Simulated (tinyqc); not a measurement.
Plane-wave Kohn-Sham cycle with exchange-only LDA in a layered model solid, step by step. One step of it, computed by the program tinyqc.

Task: Iteration 1: Hamiltonian at one k. H(m,m') = (k + G_m)^2/2 delta + V(G_m - G_m'), with V(-G) = V(G).

A solid whose potential varies along x alone (atomic units):
```
parameter                      value
period a                   11.700000
cross-section of the cell   9.000000
electrons per cell                 2
grid points                       16
plane waves -n..n, n               2
k points                           2
V1 in V1 cos(2 pi x/a)     -0.320000
```

V(G_m), m = 0, 1, 2, ... (hartree): -0.262739  -0.160000  0.000000  0.000000  0.000000

k = 0.250000 2 pi / a

Give: H.

Result:

H (hartree):
```
         -2       -1       +0       +1       +2
-2   0.1789  -0.1600   0.0000   0.0000   0.0000
-1  -0.1600  -0.1816  -0.1600   0.0000   0.0000
+0   0.0000  -0.1600  -0.2537  -0.1600   0.0000
+1   0.0000   0.0000  -0.1600  -0.0374  -0.1600
+2   0.0000   0.0000   0.0000  -0.1600   0.4673
```
